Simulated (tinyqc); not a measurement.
# Doping and flat-band voltage from two insulator thicknesses

Inverse problem. A junctionless wire is fully depleted at VT = Vfb - q Nd R^2/(4 eps0 eps_r) - q Nd R^2 ln(1 + tox/R)/(2 eps0 eox). Find Nd and Vfb.

Values chosen for this exercise; material values close to those of silicon:
```
symbol,value,unit,meaning
eps_r,11.6,,relative permittivity of the semiconductor
eox,9,,relative permittivity of the gate insulator
R,15,nm,wire radius
```

Constants: q = 1.602176634e-19 C, eps0 = 8.8541878128e-14 F/cm where lengths are in cm. Results are converted to the units shown.

VT at tox = 4.7 and 10 nm (V): [0.65614421, 0.55375097]

Answer. The difference of the thresholds is proportional to Nd and holds no Vfb.

Nd = 1.900e18 cm^-3
Vfb = 0.9400 V

Program tinyqc, `OMP_NUM_THREADS=1 python tinyqc.py 2460140 2460141 out.jsonl`; Intel Xeon 2.30GHz, shared host, one thread, about 0.01 s.
